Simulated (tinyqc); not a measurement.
Bond length, ionicity and dielectric constant: Penn model of the dielectric constant and Phillips ionicity.

n = 32/a^3; Ep^2 = 8 pi c e2 n with c = hbar^2/2m0, e2 = e^2/(4 pi eps0); EF = c (3 pi^2 n)^(2/3); eps = 1 + (Ep/Eg)^2 S with S = 1 - Eg/(4 EF) + (Eg/(4 EF))^2/3, Eg the Penn gap. Core d shells are left out.

Phillips: bond length d = sqrt(3) a/4; homopolar gap Eh = 39.74 d^(-2.48) eV (d in angstrom); Eg^2 = Eh^2 + C^2; ionicity fi = C^2/Eg^2.

Constants: hbar^2/2m0 = 3.80998211 eV angstrom^2; e^2/(4 pi eps0) = 14.39964547 eV angstrom.

Each case gives a and C, chosen for the exercise.

Results:
```
case          a (angstrom)  C (eV)  Eh (eV)  Eg (eV)  Ep (eV)    eps     fi
near InSb            6.455    2.15     3.11     3.78    12.81  11.31  0.324
near BN              3.606    7.99    13.16    15.40    30.68   4.45  0.269
near Si              5.414    0.00     4.80     4.80    16.67  11.93  0.000
near InP             5.893    3.10     3.89     4.98    14.68   8.72  0.388
near diamond         3.573    0.00    13.46    13.46    31.10   5.74  0.000
near SiC             4.376    4.18     8.14     9.15    22.95   6.56  0.209
```

What can be read from this table?

eps runs from 4.45 (near BN) to 11.93 (near Si). Eg varies by a factor 4.08 and Ep by 2.43; the order of eps is not simply the reverse order of Eg, since Ep varies too. Without the d-shell correction the model runs low for the heavier compounds.

tinyqc: `OMP_NUM_THREADS=1 python tinyqc.py 1681680 1681681 out.jsonl`; about 0.01 s, one thread, shared Intel(R) Xeon(R) Processor @ 2.30GHz.
